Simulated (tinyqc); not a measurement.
Plane-wave Kohn-Sham cycle with exchange-only LDA in a layered model solid, step by step. Computed by tinyqc, a small Python program that keeps every step. Settings: points = 16, plane-wave index or count = 2, electrons = 2, k points = 3, area = 28.0, mixing = 0.1, iteration cap = 73. Command: `OMP_NUM_THREADS=1 python tinyqc.py 26048 26049 out.jsonl` (the two numbers bound the seeds that draw the settings). One thread of a shared host (Intel(R) Xeon(R) Processor @ 2.60GHz), about 0.03 s of CPU time with the checks. Later iterations appear only in the table of the cycle.

## Iteration 1: potential

A solid whose potential varies along x alone (atomic units):
```
parameter                      value
period a                   11.500000
cross-section of the cell  28.000000
electrons per cell                 2
grid points                       16
plane waves -n..n, n               2
k points                           3
V1 in V1 cos(2 pi x/a)     -0.310000
```

density at the start, on the grid x_j = j a/N (e/bohr^3): [0.006211, 0.006211, 0.006211, 0.006211, 0.006211, 0.006211, 0.006211, 0.006211, 0.006211, 0.006211, 0.006211, 0.006211, 0.006211, 0.006211, 0.006211, 0.006211]

V_H(G) = 4 pi rho(G)/G^2 for G != 0 (uniform background); v_x = -(3 rho/pi)^(1/3); V = V_ext + V_H + v_x; Fourier components f(G_m) = (1/N) sum_j f(x_j) exp(-i G_m x_j).

Potentials on the grid (hartree):
```
x          V_ext     V_H      v_x        V
0.0000   -0.3100  0.0000  -0.1810  -0.4910
0.7188   -0.2864  0.0000  -0.1810  -0.4674
1.4375   -0.2192  0.0000  -0.1810  -0.4002
2.1562   -0.1186  0.0000  -0.1810  -0.2996
2.8750         0  0.0000  -0.1810  -0.1810
3.5938    0.1186  0.0000  -0.1810  -0.0624
4.3125    0.2192  0.0000  -0.1810   0.0382
5.0312    0.2864  0.0000  -0.1810   0.1054
5.7500    0.3100  0.0000  -0.1810   0.1290
6.4688    0.2864  0.0000  -0.1810   0.1054
7.1875    0.2192  0.0000  -0.1810   0.0382
7.9062    0.1186  0.0000  -0.1810  -0.0624
8.6250         0  0.0000  -0.1810  -0.1810
9.3438   -0.1186  0.0000  -0.1810  -0.2996
10.0625  -0.2192  0.0000  -0.1810  -0.4002
10.7812  -0.2864  0.0000  -0.1810  -0.4674
```

V(G_m), m = 0, 1, 2, ... (hartree): [-0.1810, -0.1550, 0.0000, 0.0000, 0.0000]

## Iteration 1: Hamiltonian at one k

k = 0.0000 2 pi / a

H(m,m') = (k + G_m)^2/2 delta + V(G_m - G_m'), with V(-G) = V(G).

H (hartree), order -2, -1, +0, +1, +2:
$$\begin{pmatrix}
0.4160 & -0.1550 & 0.0000 & 0.0000 & 0.0000 \\
-0.1550 & -0.0318 & -0.1550 & 0.0000 & 0.0000 \\
0.0000 & -0.1550 & -0.1810 & -0.1550 & 0.0000 \\
0.0000 & 0.0000 & -0.1550 & -0.0318 & -0.1550 \\
0.0000 & 0.0000 & 0.0000 & -0.1550 & 0.4160
\end{pmatrix}$$

## Iteration 1: levels at that k

Diagonalise the Hermitian matrix.

eigenvalues (hartree): [-0.3491, -0.0802, 0.0804, 0.4644, 0.4719]

## Iteration 1: new density

Motion across x is left out: the lowest 1 band(s) hold two electrons at each of the k points (j + 1/2)/nk - 1/2. Residual R = rho(out) - rho(in); rho(new) = rho(in) + 0.1 R. rho(out) = 2/(a A nk) sum |psi|^2 with psi = sum c exp(i G x). Harris energy E = band energy - dV sum rho (V_H/2 + v_x) + (3/4) dV sum rho v_x with rho(in), dV = a A/N, band energy = (2/nk) sum of the filled levels.

rho(out) (e/bohr^3): [0.020417, 0.017920, 0.012068, 0.006169, 0.002371, 0.000697, 0.000177, 0.000059, 0.000041, 0.000059, 0.000177, 0.000697, 0.002371, 0.006169, 0.012068, 0.017920]

density after iteration 1 (e/bohr^3): [0.007632, 0.007382, 0.006797, 0.006207, 0.005827, 0.005660, 0.005608, 0.005596, 0.005594, 0.005596, 0.005608, 0.005660, 0.005827, 0.006207, 0.006797, 0.007382]

energy per cell = -0.606545 hartree

## Iteration 2: potential

As before.

Potentials on the grid (hartree):
```
x          V_ext      V_H      v_x        V
0.0000   -0.3100   0.0437  -0.1939  -0.4602
0.7188   -0.2864   0.0392  -0.1917  -0.4389
1.4375   -0.2192   0.0274  -0.1865  -0.3784
2.1562   -0.1186   0.0117  -0.1810  -0.2879
2.8750         0  -0.0041  -0.1772  -0.1813
3.5938    0.1186  -0.0175  -0.1755  -0.0744
4.3125    0.2192  -0.0274  -0.1750   0.0168
5.0312    0.2864  -0.0334  -0.1748   0.0782
5.7500    0.3100  -0.0354  -0.1748   0.0998
6.4688    0.2864  -0.0334  -0.1748   0.0782
7.1875    0.2192  -0.0274  -0.1750   0.0168
7.9062    0.1186  -0.0175  -0.1755  -0.0744
8.6250         0  -0.0041  -0.1772  -0.1813
9.3438   -0.1186   0.0117  -0.1810  -0.2879
10.0625  -0.2192   0.0274  -0.1865  -0.3784
10.7812  -0.2864   0.0392  -0.1917  -0.4389
```

V(G_m), m = 0, 1, 2, ... (hartree): [-0.1808, -0.1399, 0.0003, -0.0001, 0.0000]

## Iteration 2: Hamiltonian at one k

k = 0.0000 2 pi / a

As before.

H (hartree), order -2, -1, +0, +1, +2:
$$\begin{pmatrix}
0.4163 & -0.1399 & 0.0003 & -0.0001 & 0.0000 \\
-0.1399 & -0.0315 & -0.1399 & 0.0003 & -0.0001 \\
0.0003 & -0.1399 & -0.1808 & -0.1399 & 0.0003 \\
-0.0001 & 0.0003 & -0.1399 & -0.0315 & -0.1399 \\
0.0000 & -0.0001 & 0.0003 & -0.1399 & 0.4163
\end{pmatrix}$$

## Iteration 2: levels at that k

As before.

eigenvalues (hartree): [-0.3263, -0.0718, 0.0688, 0.4563, 0.4617]

## Iteration 2: new density

As before.

rho(out) (e/bohr^3): [0.019910, 0.017572, 0.012045, 0.006367, 0.002587, 0.000826, 0.000231, 0.000080, 0.000054, 0.000080, 0.000231, 0.000826, 0.002587, 0.006367, 0.012045, 0.017572]

density after iteration 2 (e/bohr^3): [0.008860, 0.008401, 0.007322, 0.006223, 0.005503, 0.005176, 0.005070, 0.005044, 0.005040, 0.005044, 0.005070, 0.005176, 0.005503, 0.006223, 0.007322, 0.008401]

energy per cell = -0.563569 hartree

## Convergence

Stop when sqrt(dV sum R^2) is below 1e-8, dV = a A/N.

Course of the cycle:
```
iteration  E (hartree)  norm of the residual
1            -0.606545              1.29e-01
2            -0.563569              1.13e-01
3            -0.529735              9.82e-02
4            -0.503547              8.51e-02
5            -0.483578              7.34e-02
6            -0.468569              6.30e-02
7            -0.457448              5.37e-02
8            -0.449327              4.55e-02
9            -0.443481              3.84e-02
10           -0.439331              3.23e-02
11           -0.436427              2.71e-02
...                ...                   ...
63           -0.430434              8.77e-05
64           -0.430434              7.93e-05
65           -0.430434              7.17e-05
66           -0.430434              6.49e-05
67           -0.430434              5.87e-05
68           -0.430434              5.31e-05
69           -0.430434              4.80e-05
70           -0.430434              4.34e-05
71           -0.430434              3.93e-05
72           -0.430434              3.55e-05
73           -0.430434              3.21e-05
```

Not converged within 73 iterations: the residual falls steadily but slowly, by a factor of about 0.90 a step. Reruns (cap 100 unless said): mixing 0.5, Kerker q0 1.0: converged in 86 (E = -0.43043); mixing 0.3, Pulay depth 5: converged in 11 (E = -0.43043); the original settings with a cap of 400: converged in 154 (E = -0.43043).
